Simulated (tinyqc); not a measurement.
Where a level does most harm: Shockley-Read-Hall recombination through one deep level.

One level at Et with degeneracy 1: tn = 1/(sn vth Nt), tp = 1/(sp_ vth Nt), n1 = Nc exp((Et - Eg)/kT), p1 = Nv exp(-Et/kT), ni^2 = n1 p1. Equilibrium n0 = Nm, p0 = ni^2/Nm; n = n0 + dn, p = p0 + dn. U = (n p - ni^2)/(tp (n + n1) + tn (p + p1)), lifetime dn/U; emission rates en = sn vth n1, ep = sp_ vth p1.

Constants: kB = 8.617333262e-05 eV/K.

Values chosen for the exercise (gap and densities of states near those of Si at this temperature; shifted at random, so the results belong to these values and not to a real crystal): Eg = 1.13 eV (gap); Nc = 2.05e+19 1/cm^3 (conduction-band density of states); Nv = 8.62e+18 1/cm^3 (valence-band density of states); T = 250 K; Nt = 9e+14 1/cm^3 (defects); sn = 1.7e-16 cm^2 (electron capture cross-section); sp_ = 2e-16 cm^2 (hole capture cross-section); vth = 16000000 cm/s (thermal velocity, both carriers); Nm = 7.8e+16 1/cm^3 (equilibrium electrons for the lifetime steps).

Et takes the values listed; G = Nt en ep/(en + ep) in a depleted region; the lifetime is for dn = 1e11 1/cm^3.

Results:
```
Et (eV),lifetime (microsecond),G (1/(cm^3 s))
0.068,2.27,1.96e+04
0.158,0.377,1.28e+06
0.339,0.347,5.68e+09
0.429,0.347,3.71e+11
0.520,0.347,2.46e+13
0.610,0.347,1.24e+13
0.701,0.347,1.83e+11
0.791,0.347,2.81e+09
0.881,0.348,4.31e+07
0.972,0.407,6.31e+05
1.062,4.23,9.68e+03
```

Give the missing row, Et (eV) = 0.249.

Computed row:
```
Et (eV)  lifetime (microsecond)  G (1/(cm^3 s))
0.249                     0.348        8.72e+07
```

Generation peaks where en = ep, at Eg/2 + (kT/2) ln(sp_ Nv/(sn Nc)) = 0.557 eV; the largest value listed is at 0.520 eV, and G falls by a decade for each 0.050 eV away from the peak. The lifetime is within a factor 2 of its minimum, 0.347 microsecond, from 0.158 to 0.972 eV: recombination tolerates a wide range of Et, generation a narrow one.

Computed by tinyqc, a small Python program: `OMP_NUM_THREADS=1 python tinyqc.py 1680490 1680491 out.jsonl` (the numbers bound the seed that draws the inputs); one thread of a shared host (Intel(R) Xeon(R) Processor @ 2.30GHz), about 0.01 s for the whole set of steps.
